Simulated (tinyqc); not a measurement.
# Memristor with linear dopant drift, Biolek window: what changes with what

A film of thickness D has a doped share x: R = Ron x + Roff (1 - x), i = v/R, dx/dt = k i F with k = mv Ron/D^2 and F = 1 - x^(2 p) for i >= 0 and 1 - (x - 1)^(2 p) for i < 0. The drive is v = V0 sin(2 pi f t). The model has no threshold and no heating.

Inputs (values chosen for the exercise): resistance of the fully doped film Ron = 100 ohm; resistance of the undoped film Roff = 5000 ohm; film thickness D = 10 nm; dopant mobility mv = 4e-14 m^2/(V s); doped share at t = 0 x0 = 0.48; amplitude V0 = 1 V; window exponent p = 1; frequency f = 29 Hz.

Each table varies one quantity; the others keep the values above.

## Effect of the frequency on the first half period

The equation is integrated to convergence over the first half period; the lobe area is the integral of i dv, down branch less up branch.

Results:

| f (Hz) | x at half period | R0/R(half period) | peak i (uA) | lobe area (uW) |
|---|---|---|---|---|
| 29 | 0.6125 | 1.325 | 433.6 | 40.48 |
| 49 | 0.5572 | 1.167 | 407.6 | 20.93 |
| 83 | 0.5252 | 1.091 | 394.4 | 11.47 |
| 140 | 0.5066 | 1.052 | 387.3 | 6.526 |
| 240 | 0.4955 | 1.030 | 383.2 | 3.714 |
| 680 | 0.4855 | 1.010 | 379.6 | 1.283 |
| 1200 | 0.4831 | 1.006 | 378.7 | 0.7231 |

Estimate the missing row, f = 400 Hz.

Computed row:

| f (Hz) | x at half period | R0/R(half period) | peak i (uA) | lobe area (uW) |
|---|---|---|---|---|
| 400 | 0.4893 | 1.017 | 380.9 | 2.199 |

With this row back in the table: As f goes from 29 to 1200 Hz, x at half period falls from 0.612 to 0.483, the resistance ratio falls from 1.32 to 1.01 and the lobe area falls from 40.5 to 0.723 uW. Between the last two rows the area goes as f^(-1.01): at high frequency too little charge passes, and the loop closes to the line of a fixed resistor.

## Effect of the film thickness on the first half period

Same model as above.

Result of one run:

| D (nm) | x at half period | R0/R(half period) | peak i (uA) | lobe area (uW) |
|---|---|---|---|---|
| 17 | 0.5247 | 1.090 | 394.2 | 11.35 |

What becomes of these results when the film thickness D is changed from 17 to 13 nm, all else the same?

Result of the changed run:

| D (nm) | x at half period | R0/R(half period) | peak i (uA) | lobe area (uW) |
|---|---|---|---|---|
| 13 | 0.5572 | 1.167 | 407.6 | 20.92 |

The whole series:

| D (nm) | x at half period | R0/R(half period) | peak i (uA) | lobe area (uW) |
|---|---|---|---|---|
| 10 | 0.6125 | 1.325 | 433.6 | 40.48 |
| 13 | 0.5572 | 1.167 | 407.6 | 20.92 |
| 17 | 0.5247 | 1.090 | 394.2 | 11.35 |
| 22 | 0.5066 | 1.052 | 387.2 | 6.508 |
| 29 | 0.4952 | 1.029 | 383.1 | 3.653 |
| 38 | 0.4889 | 1.017 | 380.8 | 2.098 |
| 50 | 0.4851 | 1.010 | 379.4 | 1.202 |

As D goes from 10 to 50 nm, x at half period falls from 0.612 to 0.485, the resistance ratio falls from 1.32 to 1.01 and the lobe area falls from 40.5 to 1.20 uW. The rate constant goes as 1/D^2, so the area goes as D^(-2.03) between the last two rows.

Program tinyqc, `OMP_NUM_THREADS=1 python tinyqc.py 2880037 2880038 out.jsonl`; Intel Xeon 2.30GHz, shared host, one thread, about 0.1 s.
